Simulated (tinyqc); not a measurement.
# MOS capacitor on an n-type substrate, surface potential from the exact charge relation: two studies

Uniform n-type substrate, Boltzmann statistics, full ionisation, classical densities. psi is the surface potential against the body (positive when the bands bend down) and u = -psi/Vt. Traps are spread evenly over the gap and neutral at flat band, so their charge is -q Dit psi; the minority quasi-Fermi level is shifted by Vb.

Inputs (values chosen for the exercise); band and dielectric values close to those of silicon:
- T = 250 K (temperature)
- Eg = 1.12 eV (band gap)
- eps_r = 11.9 (relative permittivity)
- Nc = 2.1e19 cm^-3 (conduction-band density of states at T)
- Nv = 2.05e19 cm^-3 (valence-band density of states at T)
- chi = 3.98 eV (electron affinity)
- N = 1.9e16 cm^-3 (donor density of the substrate)
- eox = 8.82 (relative permittivity of the gate insulator (close to aluminium oxide))
- tox = 5 nm (insulator thickness)
- phiM = 4.74 eV (gate work function)
- Nf = 1.3e11 cm^-2 (fixed charge at the interface, in units of q)
- Dit = 0 cm^-2 eV^-1 (density of interface traps)
- Vb = 0 V (reverse bias of the inversion layer against the body)

Constants: q = 1.602176634e-19 C, kB = 1.380649e-23 J/K, Vt = kB T/q, eps0 = 8.8541878128e-14 F/cm where lengths are in cm. Results are converted to the units shown.

Each table varies one quantity; the others keep the values above.

## Capacitance-voltage curves

ni = sqrt(Nc Nv) exp(-Eg/(2 Vt)), Eg in volts; phiF = Vt ln(N/ni); Cox = eps0 eox/tox; Vfb = phiM - chi - Vt ln(Nc/N) - q Nf/Cox; Q0 = sqrt(2 eps0 eps_r q N Vt); r = (ni/N)^2 exp(-Vb/Vt); VT = Vfb - [(2 phiF + Vb)(1 + q Dit/Cox) + sqrt(2 eps0 eps_r q N (2 phiF + Vb))/Cox]. u = -psi/Vt; F^2 = exp(-u) + u - 1 + r (exp(u) - u - 1); Qs = +sign(u) Q0 F; Cs = -dQs/dpsi = (Q0/Vt) |1 - exp(-u) + r (exp(u) - 1)|/(2 F). psi solves Vg = Vfb + psi + (q Dit psi - Qs)/Cox. Low frequency: 1/C_LF = 1/Cox + 1/(Cs + q Dit). High frequency, in the simple estimate in which traps and minority carriers do not follow: 1/C_HF = 1/Cox + 1/Cd, Cd being Cs with r = 0 at the same psi. Deep depletion: r = 0 and Dit = 0 both in the equation for psi and in Cs. Minority sheet density N_inv = (Q0/(2 q)) int_0^u r (exp(t) - 1)/F(t) dt for u > 0. N_inv under 1 cm^-2 is printed as 0. Regimes: accumulation when majority carriers gather, then depletion up to |psi| = phiF + Vb, weak inversion up to 2 phiF + Vb, strong inversion beyond.

Capacitance-voltage curves:
```
Vg (V)  psi (V)  C_LF/Cox  C_HF/Cox  C_deep/Cox  N_inv (cm^-2)            regime
1.49     0.1953    0.9420    0.9420      0.9420              0      accumulation
1.2      0.1744    0.9091    0.9091      0.9091              0      accumulation
0.91     0.1365    0.8067    0.8067      0.8067              0      accumulation
0.62    0.01886    0.2524    0.2524      0.2524              0      accumulation
0.34    -0.2322   0.05291   0.05291     0.05291              0         depletion
0.05    -0.5099   0.03539   0.03539     0.03539           4716    weak inversion
-0.24   -0.7906   0.03574   0.02841     0.02840        1.693e9    weak inversion
-0.53   -0.9520    0.7878   0.02589     0.02439       1.221e12  strong inversion
-0.82   -0.9919    0.9065   0.02537     0.02171       3.656e12  strong inversion
```

C_LF/Cox is lowest, 0.0354, at Vg = 0.05 V (weak inversion) among the rows listed and is 0.907 in the last row, where C_HF/Cox is 0.0254 and the deep-depletion value 0.0217. Vfb = 0.596 V, where C_HF/Cox = 0.198 (Cox in series with eps0 eps_r/LD), and VT = -0.269 V. Over the last two rows psi moves by only 0.14 V a volt of gate bias, since the inversion charge screens the body. In strong accumulation and inversion degeneracy and confinement, left out here, lower the capacitance.

## Effect of the density of interface traps on threshold and swing

ni = sqrt(Nc Nv) exp(-Eg/(2 Vt)), Eg in volts; phiF = Vt ln(N/ni); Cox = eps0 eox/tox; Vfb = phiM - chi - Vt ln(Nc/N) - q Nf/Cox; VT = Vfb - [(2 phiF + Vb)(1 + q Dit/Cox) + sqrt(2 eps0 eps_r q N (2 phiF + Vb))/Cox]. gamma = sqrt(2 eps0 eps_r q N)/Cox; Wm = sqrt(2 eps0 eps_r (2 phiF + Vb)/(q N)); m = 1 + (eps0 eps_r/Wm + q Dit)/Cox; swing m Vt ln 10; Cmin/Cox = 1/(1 + Cox Wm/(eps0 eps_r)).

In this table Vb = 0 V.

The same in every row: Vfb (V) = 0.5957; 2 phiF (V) = 0.8186; gamma (V^0.5) = 0.05128; Wm (nm) = 238.0; Cmin/Cox = 0.02756.

Effect of the density of interface traps on threshold and swing:
```
Dit (cm^-2 eV^-1)   VT (V)      m  swing (mV/decade)
0                  -0.2693  1.028              51.01
1e10               -0.2701  1.029              51.06
3e10               -0.2718  1.031              51.16
1e11               -0.2777  1.039              51.52
3e11               -0.2945  1.059              52.54
1e12               -0.3532  1.131              56.10
3e12               -0.5212  1.336              66.28
1e13                -1.109  2.054              101.9
```

What does the comparison show?

As Dit goes from 0 to 1e13, VT falls from -0.269 to -1.11 V, the swing rises from 51.0 to 102 mV/decade and Cmin/Cox stays at 0.0276. Vfb does not move.

Computed by the program tinyqc: `OMP_NUM_THREADS=1 python tinyqc.py 2060065 2060066 out.jsonl`, one thread of a shared Intel Xeon 2.30GHz, about 0.01 s for the whole run.
